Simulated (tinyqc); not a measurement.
# Signal and retention of a DRAM cell: failing cells against the refresh interval

A stored one starts at Vd and leaks: Cs dV/dt = -I(V), I = a sqrt((V + Vb)/(Vd + Vb)) + b, with a = Ig exp[-(Eg1 q/kB)(1/T - 1/T0)] (generation in a depletion layer) and b = Is exp[-(Es q/kB)(1/T - 1/T0)]. The bit line is precharged to Vd/2, and charge sharing gives the signal (V - Vd/2) Cs/(Cs + Cb).

The cell fails below Vc = Vd/2 + dm (Cs + Cb)/Cs. With s = sqrt((Vc + Vb)/(Vd + Vb)), the time from Vd to Vc is t = [2 Cs (Vd + Vb)/a] [1 - s - (b/a) ln((a + b)/(a s + b))]. This time is the median of a log-normal spread: failing cells = Nc erfc(z/sqrt 2)/2, z = ln(t/tr)/sg.

Values chosen for this exercise:
- Vd = 1.4 V (array voltage)
- Cs = 15 fF (cell capacitance)
- Cb = 35 fF (bit-line capacitance)
- dm = 56 mV (smallest signal that the sense amplifier resolves)
- Vb = 1.33 V (built-in plus back-bias voltage of the storage junction)
- Ig = 1.8 fA (junction leakage at V = Vd and T0)
- Is = 1.6 fA (voltage-independent leakage at T0)
- Es = 0.4 eV (activation energy of Is)
- T0 = 358 K (reference temperature)
- T = 378 K (temperature)
- sg = 0.58 (deviation of ln(retention time) over the cells)
- Nc = 1.07e9 (cells)
- Eg1 = 0.57 eV (activation energy of Ig)

Constants: q = 1.602176634e-19 C, kB = 1.380649e-23 J/K. Results are converted to the units shown.

Result of one run:
```
z	failing cells
-0.04689	5.550e8
```

Which refresh interval tr gave this result: 16, 32, 64, 256 or 1024 ms?

tr = 1024 ms.

The whole series:
```
tr (ms)	z	failing cells
16	7.124	5.625e-4
32	5.929	1.635
64	4.733	1181
128	3.538	2.154e5
256	2.343	1.023e7
512	1.148	1.342e8
1024	-0.04689	5.550e8
2048	-1.242	9.554e8
```

Doubling the interval lowers z by ln 2/sg = 1.20 and multiplies the count by 2910 between the first two rows and by 1.72 between the last two. The count passes 1 at tr = 32 ms among the rows.

Range of the model: Real arrays also hold a tail of unusually leaky cells and cells whose retention varies in time, which this model lacks.

Program tinyqc, `OMP_NUM_THREADS=1 python tinyqc.py 2130072 2130073 out.jsonl`; Intel Xeon 2.30GHz, shared host, one thread, about 0.01 s.
